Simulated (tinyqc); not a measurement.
# Keating valence-force model of a tetrahedral crystal, step by step

A worked calculation. Computed by tinyqc, a small Python program that keeps every step. Command: `OMP_NUM_THREADS=1 python tinyqc.py 3021475 3021476 out.jsonl keating walk`. One thread of a shared host (Intel(R) Xeon(R) Processor @ 2.30GHz), about 0.03 s of CPU time with the checks. Intermediate numbers are printed to about 7 digits and carried at full precision; extremes and crossings named in words are read from the listed rows.

Atom A sits at 0 and atom B at a/4 (1,1,1) of an fcc lattice; the four bonds from A are t = a/4 (1,1,1), a/4 (1,-1,-1), a/4 (-1,1,-1), a/4 (-1,-1,1), of length d = sqrt(3) a/4. Energy: E = (3 alpha/(8 d^2)) sum over bonds (r.r - d^2)^2 + (3 beta/(8 d^2)) sum over pairs of bonds at one atom (r_i.r_j + d^2/3)^2, with beta_A for the six pairs at A and beta_B for the six at B. The cell holds two atoms, Omega = a^3/4. 1 N/m = 1 J/m^2. With constants fitted to the elastic moduli this model puts optical and zone-boundary frequencies of real crystals too high, by up to about 20 % in elemental crystals and up to about 50 % in compounds, and mostly by more for TA modes; in compounds the lattice part of the static dielectric constant then comes out too low.

Inputs (values chosen for the exercise, modelled on cadmium telluride): lattice constant a = 6.48 angstrom; mass M_A = 112.41 u; mass M_B = 127.6 u; bond stretching alpha = 30 N/m; bond bending beta_A = 2.59 N/m; bond bending beta_B = 2.59 N/m; Born charge Z* = 2.26 e; eps_inf = 7.31; mesh divisions n = 6; temperature T = 900 K.

Structure: zinc blende.

wave vector q (2 pi/a): [0.51, 0.38, 0.3]

Constants: 1 eV/angstrom^2 = 16.02176634 J/m^2; nu for 1 eV/(angstrom^2 u) = 15.6333042 THz; 1 THz = 33.35640952 1/cm; e^2/(4 pi eps_0) = 14.39964548 eV angstrom; u = 1.6605390666e-27 kg; h x 1 THz = 4.135667696 meV; k_B = 8.617333262e-05 eV/K.

## Dynamical matrix at q

With displacements u exp(i q.r), each bracket changes by g.u, where g = (g_A, g_B): bond t, g = (-2 t, 2 t exp(i q.t)); pair (i, j) at A, g = (-(t_i + t_j), t_i exp(i q.t_j) + t_j exp(i q.t_i)); pair at B, g = (-t_i exp(-i q.t_j) - t_j exp(-i q.t_i), t_i + t_j). Then D_mn = sum over the 4 bonds and 12 pairs of (4 k/a^2) conj(g_m) g_n / sqrt(M_m M_n), with k = alpha or beta converted to eV/angstrom^2. Only the short-range forces enter; the Coulomb field of the charges is left out.

D(q) (eV/(angstrom^2 u)), rows A x, A y, A z, B x, B y, B z:
```
[[0.07417417, 0.00133644+0.00046483i, 0.00116286+0.00082793i, -0.03484092+0.01244957i, 0.02055007-0.01493070i, 0.01540729-0.01991440i],
 [0.00133644-0.00046483i, 0.07349873, 0.00108173+0.00031573i, 0.02055007-0.01493070i, -0.03484092+0.01244957i, 0.01014689-0.03023851i],
 [0.00116286-0.00082793i, 0.00108173-0.00031573i, 0.07351858, 0.01540729-0.01991440i, 0.01014689-0.03023851i, -0.03484092+0.01244957i],
 [-0.03484092-0.01244957i, 0.02055007+0.01493070i, 0.01540729+0.01991440i, 0.06534419, 0.00117734-0.00040950i, 0.00102443-0.00072937i],
 [0.02055007+0.01493070i, -0.03484092-0.01244957i, 0.01014689+0.03023851i, 0.00117734+0.00040950i, 0.06474916, 0.00095296-0.00027815i],
 [0.01540729+0.01991440i, 0.01014689+0.03023851i, -0.03484092-0.01244957i, 0.00102443+0.00072937i, 0.00095296+0.00027815i, 0.06476664]]
```

## Frequencies at q

Diagonalise the Hermitian matrix D. An eigenvalue lambda of D in eV/(angstrom^2 u) gives nu = 15.6333042 THz x sqrt(lambda). The weight on A is the sum of |e|^2 over the three components of atom A.

frequencies (THz): [1.133981, 1.247088, 3.160136, 4.978662, 5.652825, 5.666918]

weights on atom A: [0.4657058, 0.4651207, 0.4257761, 0.5740099, 0.5345125, 0.5348749]

The top mode has 53 % of its weight on A, the lighter atom.

## Elastic constants and internal strain

beta = (beta_A + beta_B)/2; C11 = (alpha + 3 beta)/a, C12 = (alpha - beta)/a, C44 = 4 alpha beta/(a (alpha + beta)); with the two sublattices clamped C44(0) = (alpha + beta)/a; internal-strain parameter zeta = (alpha - beta)/(alpha + beta); B = (C11 + 2 C12)/3.

C11 = 58.28704 GPa

C12 = 42.29938 GPa

C44 = 14.71708 GPa

clamped C44(0) = 50.29321 GPa

internal-strain parameter zeta = 0.8410555

bulk modulus B = 47.62860 GPa

Letting the sublattices shift lowers C44 by 71 %, which is zeta^2. With zeta near 1 a shear keeps the bond lengths and bends the angles. The model fixes 2 C44 (C11 + C12)/((C11 - C12)(C11 + 3 C12)) = 1.000 whatever alpha and beta are.

## Optical mode at the zone centre

beta = (beta_A + beta_B)/2; mu = M_A M_B/(M_A + M_B); lambda = 4 (alpha + beta)/mu with the springs in eV/angstrom^2; nu = 15.6333042 THz x sqrt(lambda).

reduced mass mu = 59.76216 u

nu_TO at G = 5.768390 THz

the same as a wavenumber = 192.4128 1/cm

## LO-TO splitting

The long-range field adds 4 pi Z*^2 (e^2/(4 pi eps_0))/(eps_inf Omega mu) to lambda for the longitudinal mode at q -> 0; lambda = (nu/15.6333042 THz)^2; eps_0 = eps_inf (nu_LO/nu_TO)^2 (Lyddane-Sachs-Teller; here eps_0 is the static dielectric constant).

nu_LO at G = 6.393382 THz

static dielectric constant = 8.979858

The splitting is 10.8 % of nu_TO, and the lattice adds 1.67 to the dielectric constant.

## Frequencies at the zone boundary

The formulas are those given above.

Frequencies (THz) at points given in 2 pi/a:
```
point                  nu 1      nu 2      nu 3      nu 4      nu 5      nu 6
X (1, 0, 0)        1.622589  1.622589  4.101551  4.369895  5.535479  5.535479
L (0.5, 0.5, 0.5)  1.147462  1.147462  3.443417  4.837405  5.653110  5.653110
W (1, 0.5, 0)      1.807046  1.812446  3.947684  4.205961  5.588191  5.604889
K (0.75, 0.75, 0)  1.499125  1.948774  3.841880  4.368881  5.570184  5.611723
```

At X the two longitudinal modes are split (4.10 and 4.37 THz) because each moves one sublattice alone.

## Lowest frequency at X

Take the lowest frequency at X = (1, 0, 0) 2 pi/a, the transverse acoustic (TA) mode.

TA frequency at X = 1.622589 THz

## Transverse acoustic branch against its sound line

The sound line is nu = v q/(2 pi) with v = sqrt(C44/rho), rho = (M_A + M_B)/Omega; the clamped line uses C44(0).

Frequencies (THz) along G-X; columns: (1) q (2 pi/a); (2) lowest branch; (3) sound line, relaxed C44; (4) sound line, clamped C44(0); (5) third-lowest frequency; (6) highest frequency:
```
(1)        (2)       (3)       (4)       (5)       (6)
0.05  0.122194  0.122292  0.226070  0.243285  5.767096
0.15  0.364218  0.366877  0.678210  0.727720  5.756880
0.30  0.712349  0.733754  1.356420  1.441151  5.724236
0.45  1.027679  1.100631  2.034630  2.126592  5.676108
0.60  1.292568  1.467508  2.712840  2.771355  5.621707
0.75  1.489012  1.834385  3.391050  3.363481  5.572896
0.90  1.600777  2.201261  4.069260  3.884920  5.541826
1.00  1.622589  2.445846  4.521400  4.101551  5.535479
```

At small q the branch follows the relaxed line (0.999 of it, against 0.541 of the clamped one): in a long shear wave the sublattices shift against each other. At X it reaches 66 % of the relaxed line. Real tetrahedral semiconductors have flatter TA branches than a Keating model fitted to their elastic constants, which needs longer-ranged terms to mend.

## Thermal sums on a mesh

Mesh: q = sum_i (m_i + 1/2)/n b_i, m_i = 0..n-1, with b = [[-1, 1, 1], [1, -1, 1], [1, 1, -1]] in 2 pi/a; sums over the six modes are averaged over the n^3 points and halved, per atom. With x = h nu/(k_B T) and n = 1/(exp(x) - 1) for each mode: F = k_B T [x/2 + ln(1 - exp(-x))], U = k_B T x (n + 1/2), S/k_B = x n - ln(1 - exp(-x)), C/k_B = x^2 n (n + 1). The acoustic share counts the three lowest modes at each q; zero-point energy = sum h nu/2.

free energy F = -420.6596 meV/atom

entropy S = 8.435993 k_B/atom

heat capacity C = 2.987984 k_B/atom

acoustic share of C = 0.5014449

zero-point energy = 22.80517 meV/atom

C is 100 % of the classical value; acoustic and optical modes carry nearly equal shares.

Checks made by the program: slopes of the acoustic branches along [110] against C11, C12 and the relaxed C44 (relative difference 8e-07); zone-centre optical mode against D(q = 0) (relative difference below 1e-10); longitudinal modes at X against the diagonal of D (relative difference below 1e-10).
